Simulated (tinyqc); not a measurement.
Quantum-well laser, gain and threshold: course of the iteration: threshold density by Newton steps.

One electron and one heavy-hole subband per well, parabolic, with equal sheet densities n of electrons and holes; k-conserving transitions, TE polarisation, no line broadening, so the gain starts as a step at E0 and peaks there. All wells are pumped alike.

fe = 1 - exp(-n/Nc) and fh = 1 - exp(-n/Nv) are the fillings of the two band edges; f = g0 (fe + fh - 1) - gth; f' = g0 [(1 - fe)/Nc + (1 - fh)/Nv]; n(new) = n - f/f'.

Stop when n changes by less than 1000 cm^-2, or after 30 iterations. n must stay positive.

n at the start = 2.3e12 cm^-2
Nc = 4.95719e11 cm^-2
Nv = 1.33950e12 cm^-2
g0(E0) = 11362.1 1/cm
gth = 381.425 1/cm

Course of the iteration:

| iteration | n (cm^-2) | \|change\| (cm^-2) |
|---|---|---|
| 1 | -2.76098e12 | 5.06e12 |

Did this iteration meet its convergence test, and what does its course show?

No. Stopped after 1 iteration(s) without a result. The last step lands on n = -2.76e12 cm^-2, below zero: at the start the slope of the gain is much smaller than near threshold, so the tangent reaches far too low. A rerun with the start n = 3.4e11 cm^-2 converges in 5 iterations.

tinyqc, about 0.01 s, one thread, Intel Xeon 2.30GHz (shared host): `OMP_NUM_THREADS=1 python tinyqc.py 2840044 2840045 out.jsonl`
